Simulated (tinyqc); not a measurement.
# One-dimensional ballistic tunnel FET, two-band WKB: effects of single changes

A p-type source for x < 0 with its Fermi level at 0 and its valence edge at ds; in the channel the bands fall as D exp(-x/lam) towards their flat values, with the conduction edge at Ec = ds - dP and D = dP + Eg. The gate moves dP one to one. The drain Fermi level lies at -Vd and the drain side reflects nothing. For w = E - Ec between 0 and dP an electron crosses the gap. Two-band dispersion with equal masses m: inside the gap kappa = sqrt(m u (1 - u/Eg)/C), u the distance from a band edge, C = hbar^2/(2 m0).

Inputs (values chosen for the exercise); band and dielectric values close to those of gallium arsenide: temperature T = 300 K; band gap Eg = 1.44 eV; band-edge mass of the two-band model m = 0.075 m0; screening length of the source junction lam = 3.5 nm; source valence edge above the source Fermi level ds = 0.17 eV; drain bias Vd = 0.3 V; number of degenerate subbands (spin apart) g = 1; tunnelling window Ev(source) - Ec(channel) dP = 0.34 eV.

Constants: q = 1.602176634e-19 C, kB = 1.380649e-23 J/K, hbar = 1.054571817e-34 J s, h = 6.62607015e-34 J s, m0 = 9.1093837015e-31 kg, Vt = kB T/q, hbar^2/(2 m0) = 0.0380998212 eV nm^2. Results are converted to the units shown.

Each table varies one quantity; the others keep the values above.

## Transfer curve and swing

S(w) = 2 lam int_0^Eg kappa(u) du/(w + Eg - u) = 2 pi lam sqrt(m/(C Eg)) [w + Eg/2 - sqrt(w (w + Eg))], T(w) = exp(-S). I = g (2 q^2/h) int_0^dP T(w) [f(E) - f(E + Vd)] dw, E = ds - dP + w, f(x) = 1/(1 + exp(x/Vt)). Swing = d(dP)/d(log10 I).

Results:
```
dP (eV),T(w = dP),I (uA),swing (mV/decade)
0.011,1.770e-7,1.158e-10,11.32
0.016,3.060e-7,2.808e-10,14.75
0.025,6.575e-7,9.284e-10,20.03
0.039,1.609e-6,3.683e-9,26.88
0.06,4.366e-6,1.751e-8,35.20
0.14,4.452e-5,1.011e-6,54.63
0.22,1.785e-4,1.955e-5,72.27
0.33,6.446e-4,3.257e-4,113.4
0.51,0.002517,0.005045,200.6
```

Estimate the missing row, dP = 0.092 eV.

Computed row:
```
dP (eV),T(w = dP),I (uA),swing (mV/decade)
0.092,1.333e-5,1.101e-7,44.78
```

With this row back in the table: I rises from 1.16e-10 to 0.00504 uA and the swing rises from 11.3 to 201 mV/decade. The thermionic limit is Vt ln 10 = 59.5 mV/decade; the swing stays under it up to dP = 0.14 eV among the rows, where I is 1.01e-6 uA, 0.020 % of the last row. Leakage below the onset is not in the model.

## Effect of the screening length

Same model as above.

Effect of the screening length:
```
lam (nm),T(w = dP),I (uA),swing (mV/decade)
1,0.1259,0.5287,233.1
2,0.01586,0.02679,165.2
3,0.001997,0.001575,129.6
4,2.515e-4,1.026e-4,108.1
5,3.167e-5,7.248e-6,93.80
6,3.988e-6,5.470e-7,83.61
7,5.022e-7,4.372e-8,76.00
8,6.324e-8,3.677e-9,70.06
```

What does the comparison show?

I falls from 0.529 to 3.68e-9 uA, on average 1.17 decades a nanometre; S is proportional to lam, and at w = dP it gives 0.900. The swing falls from 233 to 70.1 mV/decade.

Computed by the program tinyqc: `OMP_NUM_THREADS=1 python tinyqc.py 2620048 2620049 out.jsonl`, one thread of a shared Intel Xeon 2.30GHz, about 0.01 s for the whole run.
